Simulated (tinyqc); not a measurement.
What moves the results: linear model of a band gap against the share of exact exchange. A value that a table varies takes the place of the one given here.

E(alpha) = E0 + S alpha. A wider gap screens less, modelled in the Penn form eps(alpha) = 1 + (e0 - 1)(EP/(EP + S alpha))^2 with a scale EP chosen for the exercise. A dielectric-dependent hybrid takes alpha = 1/eps.

Parameters, chosen for this exercise (of the order of those of GaAs; the results hold for these values, not for the real material):
- E0 = 0.53 eV (gap of the semi-local functional)
- S = 5.68 eV (slope dE/d(alpha))
- e0 = 12.1 (optical dielectric constant at alpha = 0)
- EP = 10.4 eV (energy scale of the screening)
- Et = 1.55 eV (target gap)

## Sweep of alpha

Also the exciton scale relative to alpha = 0, (m/m(0))(eps(0)/eps)^2, with a mass proportional to E + D, D = E0/2 + 0.3 eV, a k.p rule for direct gaps only.

Results:
```
alpha  E (eV)     eps  alpha eps  exciton scale
0.00    0.530  12.100      0.000           1.00
0.05    0.814  11.518      0.576           1.39
0.10    1.098  10.980      1.098           1.84
0.15    1.382  10.483      1.572           2.37
0.20    1.666  10.022      2.004           2.97
0.25    1.950   9.593      2.398           3.65
0.35    2.518   8.823      3.088           5.30
0.50    3.370   7.849      3.924           8.54
```

What does this show, and why?

alpha eps reaches 1 between alpha = 0.05 and 0.1 (fixed point 0.090), and the target gap is met between 0.15 and 0.2. At the fixed point the gap is 1.04 eV, -0.51 eV from the target. From 0 to 0.25 the gap grows by 1.42 eV while eps falls by 21 %; the exciton scale, which takes both, grows by a factor of 3.65.

## What each parameter does

Fixed point alpha = 1/eps(alpha), gap and eps there. Each row changes one parameter from the base and keeps the others.

Results:
```
case            alpha  E (eV)     eps
base           0.0902   1.043  11.082
E0 = 0.583 eV  0.0902   1.096  11.082
S = 5.112 eV   0.0894   0.987  11.185
e0 = 10.89     0.1012   1.105   9.881
EP = 11.44 eV  0.0895   1.038  11.176
```

What does this show?

The largest shifts from the base row, up to three for each result and ties (the steps differ in size, so this ranks the rows, not the parameters). alpha: e0 +0.0110, S -0.0008, EP -0.0008; unchanged at the printed digits by E0. E (eV): e0 +0.062, S -0.056, E0 +0.053. eps: e0 -1.201, S +0.103, EP +0.094; unchanged at the printed digits by E0.

tinyqc: `OMP_NUM_THREADS=1 python tinyqc.py 1850403 1850404 out.jsonl`; about 0.01 s, one thread, shared Intel(R) Xeon(R) Processor @ 2.30GHz.
